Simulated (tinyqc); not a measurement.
# Worked calculation: one-sided p+-n junction, ionisation integral and breakdown

tinyqc, about 0.09 s, one thread, Intel Xeon 2.30GHz (shared host): `OMP_NUM_THREADS=1 python tinyqc.py 2120101 2120102 out.jsonl` Printed values are rounded.

A p+ layer at x < 0 and an n drift layer from x = 0. Depletion approximation, built-in voltage neglected. Local ionisation coefficients alpha_n = an exp(-(bn/E)^mx), alpha_p = ap exp(-(bp/E)^mx). Electrons move towards +x, holes towards x = 0.

Inputs (values chosen for the exercise); material values close to those of gallium arsenide:
- eps_r = 12.7 (relative permittivity)
- an = 3.12e5 1/cm (prefactor of the electron ionisation coefficient)
- bn = 7.05e5 V/cm (field constant for electrons)
- ap = 2.11e5 1/cm (prefactor of the hole ionisation coefficient)
- bp = 6.9e5 V/cm (field constant for holes)
- mx = 1.6 (exponent)
- N = 2.7e14 cm^-3 (donor density of the drift layer)
- V = 732 V (reverse voltage)
- fr = 0.5 (share of the depleted width that the grid covers)

Constants: q = 1.602176634e-19 C, eps0 = 8.8541878128e-14 F/cm where lengths are in cm. Results are converted to the units shown.

## Field and ionisation coefficients on a grid

W = sqrt(2 eps0 eps_r V/(q N)), peak field E0 = q N W/(eps0 eps_r), falling linearly to 0 at W. Grid: 10 equal steps from 0 to fr W.

W = 61.6893 um

```
point   x (um)  E (kV/cm)  alpha_n (1/cm)  alpha_p (1/cm)
0       0.0000    237.318         1034.42         848.578
1       3.0845    225.452         634.785         529.413
2       6.1689    213.587         362.594         308.188
3       9.2534    201.721         189.834         164.920
4      12.3379    189.855         89.2926         79.5785
5      15.4223    177.989         36.7592         33.7586
6      18.5068    166.123         12.7888         12.1719
7      21.5912    154.257         3.58521         3.56225
8      24.6757    142.391        0.757894        0.793681
9      27.7602    130.525        0.109884        0.122841
10     30.8446    118.659      0.00950265       0.0115401
```

## Ionisation integrals by the trapezoid rule

G(x) = integral from 0 to x of (alpha_n - alpha_p); I_n = integral of alpha_n exp(-G) (electrons injected at x = 0), I_p = integral of alpha_p exp(G(end) - G) (holes injected at the far edge); M = 1/(1 - I). All integrals by the trapezoid rule on the grid.

```
point          G  alpha_n exp(-G) (1/cm)
0      0.0000000                 1034.42
1      0.0449121                  606.91
2      0.0695537                  338.23
3      0.0817867                  174.93
4      0.0871271                   81.84
5      0.0890880                   33.63
6      0.0896459                   11.69
7      0.0897446                    3.28
8      0.0897426                    0.69
9      0.0897351                    0.10
10     0.0897328                    0.01
```

I_n = 0.545490
I_p = 0.502377
M_n = 2.20017
M_p = 2.00955

A grid of 1500 steps over the whole width gives I_n = 0.5324 and I_p = 0.4898; the coarse I_n is 2.5 % above and the coarse I_p 2.6 % above those values. Electrons multiply more: on this coarse grid M - 1 is 1.19 times as large for them.

## Breakdown voltage by secant steps

G(x) = integral from 0 to x of (alpha_n - alpha_p); I_n = integral of alpha_n exp(-G) (electrons injected at x = 0), I_p = integral of alpha_p exp(G(end) - G) (holes injected at the far edge); M = 1/(1 - I). Secant steps on ln I_n(V) = 0 with the integrals on a fine grid (1500 steps), from the points V = 650 and 751 V; stop when the step is below 1e-7 of V.

Course of the iteration:
```
step    V (V)       I_n  change of V (V)
1         751  0.610620             60.9
2     811.899  0.905680             15.3
3     827.203  0.990027             1.72
4     828.926  0.999763           0.0418
5     828.968  0.999999          1.04e-4
6     828.968   1.00000          6.15e-9
```

Breakdown at 828.97 V, with a peak field of 252.5 kV/cm and W = 65.65 um. The integral for holes reaches 1 at the same voltage.
